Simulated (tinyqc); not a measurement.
# Floating body of a partially depleted SOI transistor: body voltage and kink: two studies

Source at 0 V. Channel current Ic = 2 nf K Vt^2 [F(0) - F(Vd)](1 + la Vd), F(V) = ln^2(1 + exp((Vg - VT - nf V)/(2 nf Vt))), VT = VT0 - gb Vb. Saturation voltage Vs = 2 Vt sqrt(F(0)) + 3 Vt, excess Ve = (Vd - Vs + sqrt((Vd - Vs)^2 + 0.0004 V^2))/2, multiplication M1 = Ai Ve exp(-Bl/Ve). Each junction passes D(v) = J1 (exp(v/Vt) - 1) + J2 (exp(v/(2 Vt)) - 1). Bipolar current Ib = bb J1 (exp(Vb/Vt) - 1). The body settles where M1 (Ic + Ib) = D(Vb) + D(Vb - Vd) + Vb/Rb; drain current Id = (1 + M1)(Ic + Ib) - D(Vb - Vd).

Values chosen for this exercise; values of the order met in partially depleted silicon-on-insulator transistors: temperature T = 300 K; threshold at zero body voltage VT0 = 0.32 V; fall of the threshold per volt of body voltage gb = 0.18; slope factor nf = 1.32; gain factor per width K = 450 uA/(V^2 um); channel-length modulation factor la = 0.04 1/V; impact-ionisation prefactor Ai = 1.03 1/V; impact-ionisation voltage Bl = 8.9 V; diffusion saturation current of each junction J1 = 2.1e-13 uA/um; recombination saturation current of each junction J2 = 5.2e-8 uA/um; gain of the lateral bipolar transistor on the diffusion current bb = 0.5; resistance of a weak body tie to the source (1e9 stands for no tie, and the term is then dropped) Rb = 1e9 kohm um; gate voltage Vg = 0.56 V; drain voltage Vd = 2.5 V.

Constants: q = 1.602176634e-19 C, kB = 1.380649e-23 J/K, Vt = kB T/q. Results are converted to the units shown.

Each table varies one quantity; the others keep the values above.

## Output curve and kink

Rows with more than one solution for Vb (latch) are left out; dId/dVd by a forward difference over 1e-4 V, swing = 1e-4 V over the change of log10 Id; M1 under 1e-12 is printed as 0.

Result of one run:
```
Vd (V)	Vb (V)	M1	Id, floating (uA/um)	Id, grounded (uA/um)	ratio	dId/dVd, floating (uS/um)	dId/dVd, grounded (uS/um)
1.48	0.6090	4.681e-4	22.13	10.58	2.091	7.707	0.4607
```

What becomes of these results when the drain voltage Vd is changed from 1.48 to 1.32 V, all else the same?

Result of the changed run:
```
Vd (V)	Vb (V)	M1	Id, floating (uA/um)	Id, grounded (uA/um)	ratio	dId/dVd, floating (uS/um)	dId/dVd, grounded (uS/um)
1.32	0.5496	1.214e-4	20.67	10.51	1.967	10.73	0.4222
```

The whole series:
```
Vd (V)	Vb (V)	M1	Id, floating (uA/um)	Id, grounded (uA/um)	ratio	dId/dVd, floating (uS/um)	dId/dVd, grounded (uS/um)
0.84	0.1526	7.004e-8	12.73	10.32	1.234	21.31	0.3993
1	0.3312	1.964e-6	16.00	10.38	1.541	18.61	0.4001
1.16	0.4599	2.094e-5	18.65	10.45	1.786	14.57	0.4052
1.32	0.5496	1.214e-4	20.67	10.51	1.967	10.73	0.4222
1.48	0.6090	4.681e-4	22.13	10.58	2.091	7.707	0.4607
1.64	0.6489	0.001356	23.21	10.66	2.177	5.976	0.5289
1.8	0.6778	0.003194	24.09	10.75	2.240	5.137	0.6316
```

Vb rises from 0.153 to 0.678 V and the ratio of the currents rises from 1.23 to 2.24. The output conductance with a floating body exceeds the grounded value by the largest factor among the rows, 53.4, at Vd = 0.84 V, where Vb = 0.153 V and M1 = 7.00e-8.

## Transfer curve and swing

Same model as above.

Results:
```
Vg (V)	Vb (V)	M1	Id, floating (uA/um)	Id, grounded (uA/um)	ratio	swing, floating (mV/decade)	swing, grounded (mV/decade)
-0.13	0.08428	0.06331	2.763e-6	1.791e-6	1.543	66.86	80.98
-0.03	0.2574	0.06325	1.254e-4	3.248e-5	3.861	57.95	78.94
0.07	0.4574	0.06280	0.006283	5.958e-4	10.54	61.03	79.59
0.17	0.6091	0.06057	0.1817	0.01029	17.65	81.23	82.81
0.27	0.6831	0.05506	1.748	0.1427	12.25	132.5	95.12
0.37	0.7191	0.04767	6.796	1.168	5.819	219.1	131.3
0.47	0.7386	0.04033	16.02	4.863	3.293	327.8	202.3
0.67	0.7578	0.02777	46.18	23.85	1.936	565.3	410.3
```

Estimate the missing row, Vg = 0.57 V.

Computed row:
```
Vg (V)	Vb (V)	M1	Id, floating (uA/um)	Id, grounded (uA/um)	ratio	swing, floating (mV/decade)	swing, grounded (mV/decade)
0.57	0.7504	0.03367	29.21	12.39	2.358	445.3	299.9
```

With this row back in the table: Vb rises from 0.0843 to 0.758 V. The smallest swing among the rows is 57.9 mV a decade with a floating body (at Vg = -0.03 V) and 78.9 with a grounded one; Vt ln 10 = 59.5. The floating swing is smaller by more than 3 % for Vg = -0.13, -0.03, 0.07 V, where the rising Vb lowers the threshold as Vg rises. In the first row the floating body raises the current by a factor of 1.54.

Range of the model: The multiplication law is an empirical form chosen for the exercise; self-heating and capacitive coupling to the body are left out, and the linear laws are rough once Vb passes about 0.7 V or M1 about 0.1.

Computed by the program tinyqc: `OMP_NUM_THREADS=1 python tinyqc.py 2182070 2182071 out.jsonl`, one thread of a shared Intel Xeon 2.30GHz, about 0.2 s for the whole run.
